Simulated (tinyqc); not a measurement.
Cahn-Hilliard equation on a periodic one-dimensional grid: one step, computed by the program tinyqc.

Free energy F = h sum_j [A (c_j^2 - 1)^2/4 + (kappa/2) ((c_(j+1) - c_j)/h)^2]; dc/dt = Lap(mu), mu = A (c^3 - c) - kappa Lap(c), Lap(y)_j = (y_(j+1) - 2 y_j + y_(j-1))/h^2, mobility 1; the grid has n = 12 points.

Question. The first step. Start: c_j = c0 + amplitude x (z_j - mean of z). c(new) = c + dt Lap(mu).

Inputs (values chosen for the exercise, in reduced units):
```
quantity                    value  unit
spacing h                    0.97     -
well depth A                  1.3     -
gradient coefficient kappa   0.49     -
mean composition c0         -0.36     -
noise amplitude               0.1     -
time step dt                0.061     -
```

Scheme: explicit Euler.

random numbers: -0.032  0.954  -0.581  0.701  0.431  -0.283  0.147  -0.592  -0.311  0.905  -0.112  0.348

Give: c at the start; mu at the start; c after one step; F at the start; F after one step.

Answer.

c at the start: -0.376325  -0.277725  -0.431225  -0.303025  -0.330025  -0.401425  -0.358425  -0.432325  -0.404225  -0.282625  -0.384325  -0.338325

mu at the start: 0.3488  0.4645  0.3096  0.4386  0.4054  0.3782  0.4670  0.4039  0.3909  0.4544  0.3489  0.4332

c after one step: -0.3634  -0.2953  -0.4128  -0.3135  -0.3296  -0.3939  -0.3683  -0.4291  -0.3993  -0.2936  -0.3720  -0.3493

F at the start = 2.877

F after one step = 2.872
